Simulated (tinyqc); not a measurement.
What moves the efficiency: defect, radiative and Auger recombination at equal electron and hole densities (ABC model).

J/(e d) = Ae n + B n^2 + C n^3 with Ae = A + 4 S/w (four side walls, carriers spread evenly), e = 1.602176634e-19 C, lengths in cm; internal efficiency IQE = B n^2/(Ae n + B n^2 + C n^3); all injected carriers recombine in the layer.

Values chosen for the exercise (orders of magnitude like those quoted for Si; not measured data):
```
symbol  value    unit        meaning
A       4200     1/s         defect rate
B       3e-15    cm^3/s      radiative coefficient
C       1.7e-30  cm^6/s      Auger coefficient
S       0        cm/s        recombination velocity of the side walls
w       3100     micrometre  side of the square mesa
d       110000   nm          active thickness
J       1        A/cm^2      current density
```

IQE_max = Q/(Q + 2) with Q = B/sqrt(Ae C), reached at n = sqrt(Ae/C).

Results for these values:
```
case  n (1/cm^3)      IQE  IQE_max  J at the peak (A/cm^2)
base   5.716e+16  0.01728  0.01744                   0.749
```

What happens to each result for J = 3 A/cm^2, all else kept?

Answer: n rises from 5.716e+16 to 9.130e+16; IQE falls from 0.01728 to 0.01469; IQE_max does not change at the printed digits; J at the peak does not change at the printed digits.

The same for each parameter in turn:
```
case                n (1/cm^3)      IQE  IQE_max  J at the peak (A/cm^2)
base                 5.716e+16  0.01728  0.01744                   0.749
A = 8400 1/s         4.647e+16  0.01142  0.01240                    2.11
B = 4.5e-15 cm^3/s   5.693e+16  0.02571  0.02594                   0.755
C = 3.4e-30 cm^6/s   4.738e+16  0.01187  0.01240                   0.527
d = 220000 nm        4.017e+16  0.01706  0.01744                    1.50
J = 3 A/cm^2         9.130e+16  0.01469  0.01744                   0.749
```

Computed by tinyqc, a small Python program: `OMP_NUM_THREADS=1 python tinyqc.py 1652021 1652022 out.jsonl` (the numbers bound the seed that draws the inputs); one thread of a shared host (Intel(R) Xeon(R) Processor @ 2.30GHz), about 0.01 s for the whole set of steps.
